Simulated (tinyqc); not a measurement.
Worked calculation: interface roughness in a thin film (subband fluctuation and scattering). Values are carried at full precision from step to step, so a last printed digit may differ when a step is redone from the rounded ones.

Square well of width t, barriers V0, c = hbar^2/2m0: E1 solves k t + 2 atan[(k/mz)/(kappa/mb)] = pi, k = sqrt(mz E/c), kappa = sqrt(mb (V0 - E)/c). One interface is rough, so the subband edge fluctuates by G dt with G = |dE1/dt| (central difference of 0.01 angstrom; 2 E1/t for hard walls).

Constants: hbar^2/2m0 = 3.80998211 eV angstrom^2; e^2/(4 pi eps0) = 14.39964547 eV angstrom; hbar = 6.58211957e-16 eV s.

Inputs chosen for the exercise (near those of a thin Si channel on (100), two-fold valleys; not measured data): t = 32 angstrom (film thickness); mz = 0.899 m0 (confinement mass); V0 = 2.98 eV (barrier); mb = 0.48 m0 (barrier mass); D = 1.4 angstrom (rms height of the roughness); md = 0.185 m0 (mass in the plane); gv = 2 (valleys); Lc = 12 angstrom (correlation length); Ns = 2.6 x 1e12/cm^2 (sheet density); eps = 7.8 (mean dielectric constant at the channel); Lg = 150 angstrom (gate length); Wg = 250 angstrom (gate width).

## Sensitivity of the level to thickness

Give E1, G, the hard-wall values and the rms fluctuation G D.

E1 = 36.72 meV
G = |dE1/dt| = 2.1752 meV/angstrom

hard walls: E1 (meV) and G (meV/angstrom): [40.847, 2.553]

G D = 3.05 meV

Hard walls overstate G by a factor 1.17, and the scattering rate, which goes as G^2, by 1.38.

## The angular integrand

Gaussian roughness spectrum S(q) = pi D^2 Lc^2 exp(-q^2 Lc^2/4). Degenerate gas, taken to fill one subband (the second starts to fill once c kF^2/md exceeds E2 - E1, which is not tested here): kF = sqrt(2 pi Ns/gv), q = 2 kF sin(theta/2), 1/tau = (md/(2 pi c hbar)) G^2 times the integral from 0 to pi of S(q)(1 - cos theta)/eps(q)^2 dtheta, eps(q) = 1 + qs/q with screening (qs = gv md q0/(c eps), q0 = e^2/(4 pi eps0), form factors left out, which overstates the screening; other scattering is left out too, so these values lie far above measured mobilities in all but the thinnest films) or 1 without; mobility = tau c2/md with c2 = e/m0 = 1.75882e15 cm^2/(V s^2); 1e12/cm^2 = 1e-4/angstrom^2.

kF, qs, and exp(-q^2 Lc^2/4)(1 - cos theta) without and with the factor 1/eps^2 at theta = 30, 60, ..., 180 degrees.

kF = 0.02858 1/angstrom
qs = 0.1793 1/angstrom

Integrand:
```
theta  q (1/angstrom)   bare  eps(q)  screened
30             0.0148  0.133   13.12  0.000772
60             0.0286  0.486    7.27   0.00918
90             0.0404  0.943    5.44    0.0319
120            0.0495   1.37    4.62    0.0643
150            0.0552   1.67    4.25    0.0927
180            0.0572   1.78    4.14     0.104
```

kF Lc = 0.34: the roughness is short-ranged for these electrons, and back-scattering dominates.

## Scattering time and mobility

Integrate over theta.

Results:
```
case      integral   tau (fs)  mobility (cm^2/(V s))
bare         2.878       7055              6.707e+04
screened    0.1313  1.546e+05              1.470e+06
```

Screening raises the mobility by a factor 21.9. With it kF l = 7.9e+03, so by this rate the carriers are far from localisation. Phonons, and the gate field that presses carriers to the wall, limit real channels far below this value.

## Threshold variation

Averaged over an area A = Lg Wg much larger than Lc^2, the thickness varies by D sqrt(pi Lc^2/A), so sigma(Vt) = G D Lc sqrt(pi/A)/e; the Pelgrom coefficient is sigma sqrt(A) (1 micrometre = 1e4 angstrom).

rms of the mean thickness = 0.154 angstrom
sigma(Vt) = 0.334 mV
coefficient = 0.00648 mV micrometre

The electrostatic effect of the thickness is left out.

## Checks

- G from the envelope at the wall, psi(t/2)^2 (E1 + c mz (kappa/mb)^2), against the difference quotient, meV/angstrom: both 2.175.
- Bare integral for Lc -> 0 against pi: both 3.1416.

(tinyqc, `OMP_NUM_THREADS=1 python tinyqc.py 1250784 1250785 out.jsonl`, Intel(R) Xeon(R) Processor @ 2.30GHz, 1 thread, shared host, about 0.01 s.)
